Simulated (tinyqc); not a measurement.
Two-step dopant diffusion (predeposition and drive-in) with a constant diffusivity: one step, computed by the program tinyqc. Command: `OMP_NUM_THREADS=1 python tinyqc.py 3021796 3021797 out.jsonl dopdiff walk`. One thread of a shared host (Intel(R) Xeon(R) Processor @ 2.30GHz), about 0.07 s of CPU time with the checks.

Fick diffusion into a half space x > 0 whose background doping C_B is of the opposite type, so that a junction lies where C = C_B.

Task: Drive-in as a Gaussian. With a sealed surface and a thin source, C = Q/sqrt(pi (Dt)2) exp(-x^2/(4 (Dt)2)); x_j = 2 sqrt((Dt)2 ln(C(0)/C_B)); gradient at the junction |dC/dx| = C_B x_j/(2 (Dt)2).

Inputs (values chosen for the exercise, modelled on gallium in silicon): background doping C_B = 2.1e+14 1/cm^3; predeposition temperature T1 = 1025 C; drive-in temperature T2 = 1175 C.

dose Q = 1.521541e+13 1/cm^2

drive-in budget (Dt)2 = 2.239439e-09 cm^2

Give: surface concentration C(0) (Gaussian); junction depth x_j; gradient at the junction.

Result:

surface concentration C(0) (Gaussian) = 1.8140e+17 1/cm^3

junction depth x_j = 2.4610 um

gradient at the junction = 1.1539e+19 1/cm^4
